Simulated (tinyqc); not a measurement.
Rapid thermal processing of a wafer: radiative balance, ramp and cooling, pattern effects, pyrometer error and spike budget: one step, computed by the program tinyqc.

The wafer is opaque and uniform through its thickness unless said otherwise; temperatures in formulas are in kelvin (C + 273.15). sigma = 5.670374419e-12 W/(cm^2 K^4).

Task: Pattern effect. At steady state a sinusoidal change of absorbed power of relative amplitude a and period p gives the temperature amplitude a q/(dq/dT + k d (2 pi/p)^2); healing length l = sqrt(k d/(dq/dT)); process change = E_a dT/(k_B T^2). Emissivity is taken as unchanged.

Inputs (values chosen for the exercise, modelled on a hot silicon wafer):
```
quantity                                        value        unit
wafer thickness d                                 525  micrometre
thermal conductivity k                           0.24    W/(cm K)
wall temperature T_w                              500           K
process temperature                              1150           C
relative change of absorptivity over a pattern     15           %
period of the pattern                             4.4          mm
activation energy of the process E_a                2          eV
```

dq/dT = 24.60808 mW/(cm^2 K)

holding power q = 9.137354 W/cm^2

Constants: k_B = 8.617333262e-05 eV/K.

Give: healing length l; amplitude without lateral conduction; amplitude; change of the process rate.

Result:

healing length l = 7.156 mm

amplitude without lateral conduction = 55.70 K

amplitude = 0.5284 K

change of the process rate = 0.6055 %

Lateral conduction cuts the amplitude to 0.95 %, since p/(2 pi l) = 0.098.
